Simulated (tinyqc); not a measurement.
Avalanche multiplication and breakdown of a junction from ionisation integrals: one step, computed by the program tinyqc.

Ionisation coefficients follow the local field. Position x runs through the depletion layer from the p side (x = 0), where electrons enter, to the n side (x = w), where holes enter. The built-in voltage is neglected.

Question. On-resistance of the drift layer. R_on = w/(e mu N) with w the width at breakdown; figure of merit V_B^2/R_on; for a triangular field it equals eps eps_0 mu F_m^3/4.

Inputs (values chosen for the exercise, modelled on InP): permittivity eps = 12.5; drift-layer mobility mu = 140 cm^2/(V s); doping N of the lightly doped side = 1.5e+14 1/cm^3.

Junction: one-sided abrupt n+p.

width at breakdown = 143.7629 micrometre

breakdown voltage = 2243.915 V

critical field F_m = 0.3121689 MV/cm

Constants: e = 1.602176634e-19 C; eps_0 = 8.8541878128e-12 F/m.

Give: specific on-resistance; V_B^2/R_on; eps eps_0 mu F_m^3/4.

Answer.

specific on-resistance = 4272.8 milliohm cm^2

V_B^2/R_on = 1.1784 MW/cm^2

eps eps_0 mu F_m^3/4 = 1.1784 MW/cm^2
